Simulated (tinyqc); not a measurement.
Conductance against temperature: thermal boundary conductance by the acoustic and diffuse mismatch models. Computed by tinyqc, a small Python program. Command: `OMP_NUM_THREADS=1 python tinyqc.py 3027230 3027231 out.jsonl kapitza walk`. One thread of a shared host (Intel(R) Xeon(R) Processor @ 2.30GHz), about 0.01 s of CPU time with the checks.

Each side has one longitudinal and two transverse Debye branches, omega = v q up to q_D = (6 pi^2 n)^(1/3), with n counting all atoms. Scattering at the interface is elastic. Electrons are left out of G, also for metals. Melting is ignored. G refers to the temperatures of the phonons sent towards the interface. Linear branches over all atoms overstate G at high T, most for crystals with several atoms a cell.

Inputs (values chosen for the exercise, modelled on diamond (side 1) and aluminium nitride (side 2)): density rho_1 = 3.58 g/cm^3; longitudinal velocity vL_1 = 17800 m/s; transverse velocity vT_1 = 12800 m/s; atom density n_1 = 176 1/nm^3; density rho_2 = 3.25 g/cm^3; longitudinal velocity vL_2 = 10700 m/s; transverse velocity vT_2 = 6290 m/s; atom density n_2 = 96 1/nm^3.

Structure: superlattice.

Constants: hbar = 1.054571817e-34 J s; k_B = 1.380649e-23 J/K.

Method:
- omega_c = v q_D for each branch, given as hbar omega_c/k_B; impedance Z = rho v.
- No mode conversion. t(theta) = 4 Z_1 Z_2 cos(theta_1) cos(theta_2)/N^2, with N = Z_2 cos(theta_1) + Z_1 cos(theta_2) for L (the form for pressure waves) and N = Z_1 cos(theta_1) + Z_2 cos(theta_2) for both T branches (the form for shear waves polarised along the interface); sin(theta_2) = (v_2/v_1) sin(theta_1), and t = 0 beyond the critical angle arcsin(v_1/v_2); the mean over the incoming flux is alpha = 2 int t sin(theta_1) cos(theta_1) d theta_1 (64 Gauss-Legendre points).
- G = (k_B^4 T^3/(8 pi^2 hbar^3)) int W(x) x^4 e^x/(e^x - 1)^2 dx, x = hbar omega/(k_B T). Acoustic mismatch: W = sum over the three branches of alpha(1 to 2)/v_1^2, each up to the lower of its two cut-offs. Diffuse mismatch: W = S_1 S_2/(S_1 + S_2), where S_i sums 1/v^2 over the branches of side i still below their cut-off. Radiation limit: W = min(S_1, S_2). The integral is split at the four cut-offs (64 Gauss-Legendre points a piece, x at most 45).

Branches:
```
branch     v (m/s)  cut-off (K)  Z (1e6 kg/(m^2 s))
L, side 1    17800      2969.85             63.7240
T, side 1    12800      2135.62             45.8240
L, side 2    10700      1458.65             34.7750
T, side 2     6290       857.47             20.4425
```

Transmission:
```
branch  t at normal incidence  largest angle from side 1 (deg)  alpha, 1 to 2  alpha, 2 to 1
L                    0.913622                               90       0.782357       0.282705
T                    0.853294                               90       0.921232       0.222459
```

G (MW/(m^2 K)):
```
T (K)  acoustic mismatch  diffuse mismatch  radiation limit
2              0.0011183        9.9490e-04        0.0012527
5               0.017474          0.015545         0.019574
10               0.13979           0.12436          0.15659
20                1.1183           0.99490           1.2527
40                8.9464            7.9592           10.022
80                70.581            63.088           79.588
150               352.70            344.92           450.22
300               1022.7            1246.4           1741.3
600               1598.0            2206.4           3179.1
1000              1797.4            2564.4           3722.2
```

All three follow T^3 at the cold end (exponent 3.00 for the diffuse model) and flatten at high T (exponent 0.29 at the hot end); the lowest cut-off is 857 K. The ratio of diffuse to acoustic goes from 0.89 to 1.43. The plateau is set by the frequencies that both sides share.

Extremes, crossings and ranges named in words are read from the listed rows.
